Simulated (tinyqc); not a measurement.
From results back to parameters: band gaps under pressure and temperature from deformation potentials. Five cases, with inputs chosen for the exercise.

Problem. A gap moves by a ln(V/V0) with V/V0 = (1 + Bp P/B0)^(-1/Bp). B0 and the shifts at two pressures are given.

Find: ratio of the shifts; Bp; a.

Method. The ratio of the shifts, ln(1 + Bp P2/B0)/ln(1 + Bp P1/B0), falls steadily from P2/P1 as Bp grows and so fixes Bp; then a = -shift x Bp/ln(1 + Bp P/B0).

Case 1.

Values chosen (out of a larger set: near those of AlAs, the X and L potentials typical of such crystals; not measured data): P12 = (1.5, 3) GPa (two pressures).

B0 = 77.2667 GPa

shifts at the two pressures (eV): 0.1522166  0.2938850

Solution.

ratio of the shifts = 1.9307
Bp = 3.98
a = -8.14 eV

Case 2.

Values chosen (out of a larger set: near those of GaSb, the X and L potentials typical of such crystals; not measured data): P12 = (5, 6) GPa (two pressures).

B0 = 56.1333 GPa

shifts at the two pressures (eV): 0.6301936  0.7359663

Solution.

ratio of the shifts = 1.1678
Bp = 4.03
a = -8.28 eV

Case 3.

Values chosen (out of a larger set: near those of InP, the X and L potentials typical of such crystals; not measured data): P12 = (5, 6) GPa (two pressures).

B0 = 70.9667 GPa

shifts at the two pressures (eV): 0.3987915  0.4666246

Solution.

ratio of the shifts = 1.1701
Bp = 4.63
a = -6.54 eV

Case 4.

Values chosen (out of a larger set: near those of GaAs, the X and L potentials typical of such crystals; not measured data): P12 = (3, 4) GPa (two pressures).

B0 = 77.0333 GPa

shifts at the two pressures (eV): 0.2978955  0.3872747

Solution.

ratio of the shifts = 1.3000
Bp = 4.56
a = -8.31 eV

Case 5.

Values chosen (out of a larger set: near those of Si, the X and L potentials typical of such crystals; not measured data): P12 = (4, 10) GPa (two pressures).

B0 = 96.9333 GPa

shifts at the two pressures (eV): 0.4699474  1.0611839

Solution.

ratio of the shifts = 2.2581
Bp = 4.07
a = -12.32 eV

Computed by tinyqc, one run a case: `OMP_NUM_THREADS=1 python tinyqc.py N N+1 out.jsonl` with N = 1081314, 1081372, 1081398, 1081413, 1081441; one thread of a shared Intel(R) Xeon(R) Processor @ 2.30GHz, about 0.01 s a run at most.
